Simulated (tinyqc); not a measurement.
G0W0 on RHF in the cc-pvdz basis, for He, spin multiplicity 1, step by step. Computed by tinyqc, a small Python program that keeps every step (integrals from PySCF). Settings: charge = 0, multiplicity = 1, basis = cc-pvdz, method = RHF, energy threshold = 1e-10, iteration cap = 86, orthogonalisation = symmetric, start = atomic densities, DIIS depth = 6. Command: `OMP_NUM_THREADS=1 python tinyqc.py 29492 29493 out.jsonl` (the two numbers bound the seeds that draw the settings). One thread of a shared host (Intel(R) Xeon(R) Processor @ 2.60GHz), about 0.05 s of CPU time with the checks. The early iterations of the SCF are left out here.

## One-electron integrals

Geometry (angstrom):
```
atom         x         y         z
He    0.000000  0.000000  0.000000
```

Basis cc-pvdz: exponents (1/bohr^2) and contraction coefficients of normalised primitives:
```
element  l (shell)   exponent  coefficient
He           s (1)  38.360000     0.040176
He           s (1)   5.770000     0.261368
He           s (1)   1.240000     0.793071
He           s (2)   0.297600     1.000000
He           p (3)   1.275000     1.000000
```

Overlap, kinetic and nuclear-attraction integrals over the contracted functions; the nuclear repulsion is the sum of Za Zb / Rab.

nuclear repulsion = 0 hartree

overlap S, order 1He 1s, 1He 2s, 1He 2px, 1He 2py, 1He 2pz:
```
[[1.000000, 0.634168, 0.000000, 0.000000, 0.000000],
 [0.634168, 1.000000, 0.000000, 0.000000, 0.000000],
 [0.000000, 0.000000, 1.000000, 0.000000, 0.000000],
 [0.000000, 0.000000, 0.000000, 1.000000, 0.000000],
 [0.000000, 0.000000, 0.000000, 0.000000, 1.000000]]
```

kinetic energy T (hartree), order 1He 1s, 1He 2s, 1He 2px, 1He 2py, 1He 2pz:
```
[[2.922435, 0.466660, 0.000000, 0.000000, 0.000000],
 [0.466660, 0.446400, 0.000000, 0.000000, 0.000000],
 [0.000000, 0.000000, 3.187500, 0.000000, 0.000000],
 [0.000000, 0.000000, 0.000000, 3.187500, 0.000000],
 [0.000000, 0.000000, 0.000000, 0.000000, 3.187500]]
```

nuclear attraction V (hartree), order 1He 1s, 1He 2s, 1He 2px, 1He 2py, 1He 2pz:
```
[[-4.802688, -2.012449, 0.000000, 0.000000, 0.000000],
 [-2.012449, -1.741071, 0.000000, 0.000000, 0.000000],
 [0.000000, 0.000000, -2.402503, 0.000000, 0.000000],
 [0.000000, 0.000000, 0.000000, -2.402503, 0.000000],
 [0.000000, 0.000000, 0.000000, 0.000000, -2.402503]]
```

core Hamiltonian H = T + V (hartree), order 1He 1s, 1He 2s, 1He 2px, 1He 2py, 1He 2pz:
```
[[-1.880253, -1.545789, 0.000000, 0.000000, 0.000000],
 [-1.545789, -1.294671, 0.000000, 0.000000, 0.000000],
 [0.000000, 0.000000, 0.784997, 0.000000, 0.000000],
 [0.000000, 0.000000, 0.000000, 0.784997, 0.000000],
 [0.000000, 0.000000, 0.000000, 0.000000, 0.784997]]
```

## Two-electron integrals

Functions are numbered as in S; the eight-fold symmetry (ij|kl) = (ji|kl) = (kl|ij) leaves the list below.

Two-electron integrals (ij|kl) in chemists' order, unique and non-zero (hartree):
```
(11|11) 1.543036   (21|11) 0.784979   (21|21) 0.426774   (22|11) 0.803460
(22|21) 0.475908   (22|22) 0.615562   (31|31) 0.177307   (32|31) 0.142524
(32|32) 0.130008   (33|11) 1.099799   (33|21) 0.627782   (33|22) 0.734404
(33|33) 1.040531   (41|41) 0.177307   (42|41) 0.142524   (42|42) 0.130008
(43|43) 0.063706   (44|11) 1.099799   (44|21) 0.627782   (44|22) 0.734404
(44|33) 0.913119   (44|44) 1.040531   (51|51) 0.177307   (52|51) 0.142524
(52|52) 0.130008   (53|53) 0.063706   (54|54) 0.063706   (55|11) 1.099799
(55|21) 0.627782   (55|22) 0.734404   (55|33) 0.913119   (55|44) 0.913119
(55|55) 1.040531
```

## Orthogonalisation

S = U s U^T; symmetric (Loewdin) form X = U s^(-1/2) U^T, so that X^T S X = 1.

eigenvalues of S: [0.365832, 1.000000, 1.000000, 1.000000, 1.634168]

X, order 1He 1s, 1He 2s, 1He 2px, 1He 2py, 1He 2pz:
```
[[1.217794, -0.435533, 0.000000, 0.000000, 0.000000],
 [-0.435533, 1.217794, 0.000000, 0.000000, 0.000000],
 [0.000000, 0.000000, 1.000000, 0.000000, 0.000000],
 [0.000000, 0.000000, 0.000000, 1.000000, 0.000000],
 [0.000000, 0.000000, 0.000000, 0.000000, 1.000000]]
```

## Iteration 4 (converged): orbitals

converged F (hartree), order 1He 1s, 1He 2s, 1He 2px, 1He 2py, 1He 2pz:
```
[[-0.550426, -0.999872, 0.000000, 0.000000, 0.000000],
 [-0.999872, -0.428819, 0.000000, 0.000000, 0.000000],
 [0.000000, 0.000000, 2.524372, 0.000000, 0.000000],
 [0.000000, 0.000000, 0.000000, 2.524372, 0.000000],
 [0.000000, 0.000000, 0.000000, 0.000000, 2.524372]]
```

Diagonalise F' = X^T F X, C = X C', fill 1 alpha and 1 beta electrons from the bottom; D = 2 C_occ C_occ^T. Each column has its largest component positive (the first on a tie).

F' = X^T F X (hartree):
```
[[0.163007, -1.153116, 0.000000, 0.000000, 0.000000],
 [-1.153116, 0.320286, 0.000000, 0.000000, 0.000000],
 [0.000000, 0.000000, 2.524372, 0.000000, 0.000000],
 [0.000000, 0.000000, 0.000000, 2.524372, 0.000000],
 [0.000000, 0.000000, 0.000000, 0.000000, 2.524372]]
```

orbital energies (hartree): [-0.914148, 1.397442, 2.524372, 2.524372, 2.524372]

coefficients C, order 1He 1s, 1He 2s, 1He 2px, 1He 2py, 1He 2pz:
```
[[0.592616, -1.149573, 0.000000, 0.000000, 0.000000],
 [0.513027, 1.187231, 0.000000, 0.000000, 0.000000],
 [0.000000, 0.000000, 1.000000, 0.000000, 0.000000],
 [0.000000, 0.000000, 0.000000, 1.000000, 0.000000],
 [0.000000, 0.000000, 0.000000, 0.000000, 1.000000]]
```

D after iteration 4, order 1He 1s, 1He 2s, 1He 2px, 1He 2py, 1He 2pz:
```
[[0.702388, 0.608056, 0.000000, 0.000000, 0.000000],
 [0.608056, 0.526393, 0.000000, 0.000000, 0.000000],
 [0.000000, 0.000000, 0.000000, 0.000000, 0.000000],
 [0.000000, 0.000000, 0.000000, 0.000000, 0.000000],
 [0.000000, 0.000000, 0.000000, 0.000000, 0.000000]]
```

Within a degenerate level the vectors are fixed only up to a rotation; this is one choice.

## Convergence

Stop when the energy changes by less than 1e-10 hartree and every element of the error matrix X^T (F D S - S D F) X is below 3e-06.

Course of the cycle:
```
iteration  E (hartree)     change  largest element of the error matrix
1          -2.85513844          -                             9.71e-03
2          -2.85516035  -2.19e-05                             7.34e-04
3          -2.85516048  -1.26e-07                             5.49e-08
4          -2.85516048  -1.78e-15                             2.52e-08
```

PySCF RHF in the same basis = -2.85516048 hartree

Converged in 4 iterations.

## Integrals over molecular orbitals

(pq|rs) = sum C_ip C_jq C_kr C_ls (ij|kl), one index at a time.

one-electron integrals over orbitals h = C^T H C (hartree):
```
[[-1.941013, 0.316447, 0.000000, 0.000000, 0.000000],
 [0.316447, -0.090238, 0.000000, 0.000000, 0.000000],
 [0.000000, 0.000000, 0.784997, 0.000000, 0.000000],
 [0.000000, 0.000000, 0.000000, 0.784997, 0.000000],
 [0.000000, 0.000000, 0.000000, 0.000000, 0.784997]]
```

Two-electron integrals over orbitals (pq|rs), unique and non-zero (hartree):
```
(11|11) 1.026865    (21|11) -0.316447   (21|21) 0.227505    (22|11) 0.857592
(22|21) -0.255195   (22|22) 0.765495    (31|31) 0.183149    (32|31) -0.025386
(32|32) 0.028529    (33|11) 0.961262    (33|21) -0.230485   (33|22) 0.774953
(33|33) 1.040531    (41|41) 0.183149    (42|41) -0.025386   (42|42) 0.028529
(43|43) 0.063706    (44|11) 0.961262    (44|21) -0.230485   (44|22) 0.774953
(44|33) 0.913119    (44|44) 1.040531    (51|51) 0.183149    (52|51) -0.025386
(52|52) 0.028529    (53|53) 0.063706    (54|54) 0.063706    (55|11) 0.961262
(55|21) -0.230485   (55|22) 0.774953    (55|33) 0.913119    (55|44) 0.913119
(55|55) 1.040531
```

## Screening: direct RPA

With D = e_a - e_i and K = (ia|jb): diagonalise D^(1/2) (D + 4K) D^(1/2) = Z w^2 Z^T; X + Y = D^(1/2) Z w^(-1/2), each column of Z with its largest component positive (the first on a tie); E_c = (sum w - tr (D + 2K)) / 2.

D^(1/2) (D + 4K) D^(1/2) (hartree^2), order 1>2, 1>3, 1>4, 1>5:
```
[[7.447041, 0.000000, 0.000000, 0.000000],
 [0.000000, 14.342469, 0.000000, 0.000000],
 [0.000000, 0.000000, 14.342469, 0.000000],
 [0.000000, 0.000000, 0.000000, 14.342469]]
```

excitation energies w (hartree): [2.728927, 3.787145, 3.787145, 3.787145]

X + Y, order 1>2, 1>3, 1>4, 1>5:
```
[[0.920364, 0.000000, 0.000000, 0.000000],
 [0.000000, 0.952862, 0.000000, 0.000000],
 [0.000000, 0.000000, 0.952862, 0.000000],
 [0.000000, 0.000000, 0.000000, 0.952862]]
```

RPA correlation energy = -0.04534648 hartree

Within a degenerate level the vectors are fixed only up to a rotation; this is one choice.

## G0W0 on Hartree-Fock: HOMO

W(p,q,m) = sqrt2 sum_ia (pq|ia) (X+Y)_ia,m; Sigma_c(x) = sum_(i,m) W^2/(x - e_i + w_m) + sum_(a,m) W^2/(x - e_a - w_m); solve x = e_p + Sigma_c(x) by Newton steps; Z = 1/(1 - dSigma/dx); 1 hartree = 27.211386 eV.

The 12 largest terms at x = e_p (hartree; W for the signs of X + Y given):
```
q  m          W       term
1  1  -0.411884   0.062167
2  1   0.296119  -0.017396
3  2   0.246803  -0.008430
4  3   0.246803  -0.008430
5  4   0.246803  -0.008430
```

Newton steps (hartree):
```
step          x  Sigma_c(x)         Z
0     -0.914148    0.019481  0.971127
1     -0.895230    0.018921  0.971379
2     -0.895227    0.018921  0.971380
```

quasiparticle energy of the HOMO = -24.360370 eV

Hartree-Fock value = -24.875232 eV

## G0W0 on Hartree-Fock: LUMO

As before.

The 12 largest terms at x = e_p (hartree; W for the signs of X + Y given):
```
q  m          W       term
2  1  -0.332160  -0.040430
1  1   0.296119   0.017396
3  2  -0.034209  -0.000238
4  3  -0.034209  -0.000238
5  4  -0.034209  -0.000238
```

Newton steps (hartree):
```
step         x  Sigma_c(x)         Z
0     1.397442   -0.023748  0.981921
1     1.374123   -0.023321  0.982132
2     1.374121   -0.023321  0.982132
```

quasiparticle energy of the LUMO = 37.391724 eV

Hartree-Fock value = 38.026326 eV
